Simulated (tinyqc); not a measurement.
Worked calculation: sp3 tight binding, zinc-blende lattice. One step of it, computed by the program tinyqc.

Question. Bloch Hamiltonian at k. Slater-Koster rules over the four bonds with direction cosines (l, m, n): ss V_ss; s-px l V_sp; px-s -l V_sp; px-px l^2 V_pps + (1 - l^2) V_ppp; px-py l m (V_pps - V_ppp); each times exp(i k.d).

Parameters chosen for this model: zinc-blende lattice, anion at 0, cation at a/4 (1,1,1); V = eta hbar^2 / (m d^2), hbar^2/m = 7.619964 eV angstrom^2:
```
parameter          value      unit
a               5.780000  angstrom
d               2.502813  angstrom
Es anion      -15.030000        eV
Ep anion       -6.680000        eV
Es cation     -15.030000        eV
Ep cation      -6.680000        eV
eta ss         -1.430000
eta sp          1.680000
eta pp sigma    3.270000
eta pp pi      -0.870000
V ss           -1.739530        eV
V sp            2.043644        eV
V pp sigma      3.977807        eV
V pp pi        -1.058316        eV
```

k point k (2 pi / a): 0.080000  0.130000  -0.540000

Give: H(k) at k.

Answer.

H(k) at k (eV):
```
                  a s             a px             a py            a pz
a s          -15.0300           0.0000           0.0000          0.0000
a px           0.0000          -6.6800           0.0000          0.0000
a py           0.0000           0.0000          -6.6800          0.0000
a pz           0.0000           0.0000           0.0000         -6.6800
c s   -4.4704+0.1327i  -0.7123+0.3831i  -0.4345+0.6279i  0.0793-3.4393i
c px   0.7123-0.3831i   1.5943-0.0473i  -0.1129+4.8933i  0.6182-0.8934i
c py   0.4345-0.6279i  -0.1129+4.8933i   1.5943-0.0473i  1.0134-0.5450i
c pz  -0.0793+3.4393i   0.6182-0.8934i   1.0134-0.5450i  1.5943-0.0473i

                  c s             c px             c py             c pz
a s   -4.4704-0.1327i   0.7123+0.3831i   0.4345+0.6279i  -0.0793-3.4393i
a px  -0.7123-0.3831i   1.5943+0.0473i  -0.1129-4.8933i   0.6182+0.8934i
a py  -0.4345-0.6279i  -0.1129-4.8933i   1.5943+0.0473i   1.0134+0.5450i
a pz   0.0793+3.4393i   0.6182+0.8934i   1.0134+0.5450i   1.5943+0.0473i
c s          -15.0300           0.0000           0.0000           0.0000
c px           0.0000          -6.6800           0.0000           0.0000
c py           0.0000           0.0000          -6.6800           0.0000
c pz           0.0000           0.0000           0.0000          -6.6800
```
